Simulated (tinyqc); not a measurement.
Atomic layer deposition: Langmuir saturation, growth per cycle and coating of deep features: one step, computed by the program tinyqc.

Precursor A sticks only on free sites, so a long enough pulse saturates; co-reactant B then frees the sites again.

Problem. Exposure for a deep feature. Diffusion-limited filling (Gordon) of a long trench of width w, hydraulic diameter 2w, so that a is replaced by a/2 in the hole formula: t = (q/F)(1 + 19a/8 + 3a^2/8). Reaction-limited filling needs ln(100)/k_a at any depth, k_a = beta F/q. Flow is molecular. The front picture holds when the modulus (a/2) sqrt(beta) is well above 1. Depth reached by the given pulse: solve the same formula for a. Exposure = p x diffusion-limited time; 1 langmuir = 1.33322e-4 Pa s.

Inputs (values chosen for the exercise, modelled on titanium nitride from the chloride and ammonia):

| quantity | value | unit |
|---|---|---|
| site density q | 1.8 | 1/nm^2 |
| sticking probability beta on free sites | 0.00065 | - |
| precursor pressure p | 8.2 | Pa |
| temperature T | 175 | C |
| pulse time t | 0.093 | s |
| aspect ratio a | 58 | - |

Feature: long trench.

flux F = 74040.48 1/(nm^2 s)

Give: diffusion-limited time; exposure; modulus; aspect ratio reached by the front in time t.

Solution.

diffusion-limited time = 0.034042 s

exposure = 2093.7 langmuir

modulus = 0.73936

aspect ratio reached by the front in time t = 97.870

Caution: the modulus is not well above 1 or the Gordon time is under three times ln(100)/k_a, so there is no sharp front: the Gordon time is only a lower bound and the reaction time must be met as well. Caution: for a long trench the a/2 rule ignores the ln(a)/a transmission of a slit, so times at large a are too long. Caution: the pulse is shorter than ln(100)/k_a, so even the open surface is not saturated and the depth reached has no meaning. Caution: the depth reached is formal here: it is under 4/sqrt(beta), so no sharp front has formed.
